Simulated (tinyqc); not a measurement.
Tunnelling through a gate dielectric with the two-band (Franz) dispersion, WKB transmission and Tsu-Esaki current: two steps of the calculation.

Electrons leave the emitter at x = 0. Energies E (motion across the layers) are in eV from the emitter Fermi level; the collector Fermi level lies at -V and offers states at every E. No charge in the dielectric and no image force: F1 = V/t1, U = phi1 - F1 x. With C = hbar^2/(2 m0), kappa = sqrt(m u (1 - u/Egx)/C), u = U - E where U > E and 0 elsewhere; T(E) = exp(-S), S = 2 times the integral of kappa over x.

Inputs (values chosen for the exercise); dielectric values close to those of hafnium oxide: barrier of layer 1 above the emitter Fermi level at zero bias phi1 = 1.56 eV; tunnelling mass of layer 1 m1 = 0.19 m0; thickness of layer 1 t1 = 7.5 nm; gap parameter of the two-band dispersion, set freely Egx = 4.9 eV; voltage across the dielectric V = 2.9 V; energy of the electron followed E = 0 eV; cells in each layer nc = 5.

Constants: q = 1.602176634e-19 C, hbar = 1.054571817e-34 J s, m0 = 9.1093837015e-31 kg, hbar^2/(2 m0) = 0.0380998212 eV nm^2. Results are converted to the units shown.

Problem 1. WKB exponent by the midpoint rule. Cut each layer into nc equal cells, take U and kappa at the cell centres, and sum S = 2 sum kappa h.

Wanted: x; U; kappa; S; T(E).

Solution 1.

```
cell,x (nm),U (eV),kappa (1/nm)
0,0.7500,1.2700,2.1661
1,2.2500,0.6900,1.7194
2,3.7500,0.1100,0.7323
3,5.2500,-0.4700,0.0000
4,6.7500,-1.0500,0.0000
```

S = 13.853
T(E) = 9.6288e-7

Problem 2. WKB exponent in closed form. Each layer adds (2/F) sqrt(m/C) [G(u at its left edge) - G(u at its right edge)] to S, with u = U - E (0 where negative) and G(u) = Egx^1.5 (th - sin(4 th)/4)/4, th = arcsin sqrt(u/Egx). The slope follows from 1/d = -dS/dE.

Wanted: S; T(E); energy d over which T(E) grows by a factor e.

Solution 2.

S = 13.48
T(E) = 1.402e-6
energy d over which T(E) grows by a factor e = 0.08396 eV

The midpoint rule gives S = 13.853, so its T(E) is 31 % below this value. The band edge of layer 1 drops below E inside the layer: the barrier there is triangular (the Fowler-Nordheim case).

tinyqc, about 0.03 s, one thread, Intel Xeon 2.30GHz (shared host): `OMP_NUM_THREADS=1 python tinyqc.py 2540148 2540149 out.jsonl`
